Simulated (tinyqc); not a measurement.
Shallow acceptor in the spherical four-band model: one step. Ground state in the small basis. Two cases, with inputs chosen for the exercise.

Task: Solve H u = E S u for the lowest level of the acceptor; the first half of the basis is L = 0 and the second L = 2. Give E, E without the f-g block, and the L = 2 weight u_g S_gg u_g with u S u = 1.

Case 1.

S:
```
          f1        f2        f3        g1        g2        g3
f1  1.000000  0.585074  0.184814         0         0         0
f2  0.585074  1.000000  0.586154         0         0         0
f3  0.184814  0.586154  1.000000         0         0         0
g1         0         0         0  1.000000  0.286303  0.019456
g2         0         0         0  0.286303  1.000000  0.287538
g3         0         0         0  0.019456  0.287538  1.000000
```

H (Ry*):
```
           f1         f2          f3         g1         g2          g3
f1  -0.847100  -0.998943   -1.009743  -0.625512  -0.179086   -0.012170
f2  -0.998943   0.676567    0.317823  -1.075904  -3.757924   -1.080545
f3  -1.009743   0.317823   18.117588  -0.437736  -6.469327  -22.499054
g1  -0.625512  -1.075904   -0.437736   0.941413   0.423207   -0.003947
g2  -0.179086  -3.757924   -6.469327   0.423207   8.730836    4.207636
g3  -0.012170  -1.080545  -22.499054  -0.003947   4.207636   59.774713
```

Case 2.

S:
```
          f1        f2        g1        g2
f1  1.000000  0.585479         0         0
f2  0.585479  1.000000         0         0
g1         0         0  1.000000  0.286765
g2         0         0  0.286765  1.000000
```

H (Ry*):
```
           f1         f2         g1         g2
f1  -0.805628  -0.999287  -0.764395  -0.219202
f2  -0.999287   2.553522  -1.315211  -4.586368
g1  -0.764395  -1.315211   1.865332   0.867178
g2  -0.219202  -4.586368   0.867178  15.131878
```

Give: E; E without coupling; L = 2 weight.

Result:

Case 1.

E = -1.521 Ry*
E without coupling = -0.977 Ry*
L = 2 weight = 0.160

Without the coupling the exact value is -1, which this basis, tuned to the compact coupled state, misses by 0.023. The coupling to L = 2 takes the level to 1.52 times that exact value.

Case 2.

E = -1.178 Ry*
E without coupling = -0.875 Ry*
L = 2 weight = 0.090

Without the coupling the exact value is -1, which this basis, tuned to the compact coupled state, misses by 0.125. The coupling to L = 2 takes the level to 1.18 times that exact value.

Computed by tinyqc, one run a case: `OMP_NUM_THREADS=1 python tinyqc.py N N+1 out.jsonl` with N = 1251256, 1251515; one thread of a shared Intel(R) Xeon(R) Processor @ 2.30GHz, about 0.04 s a run at most.
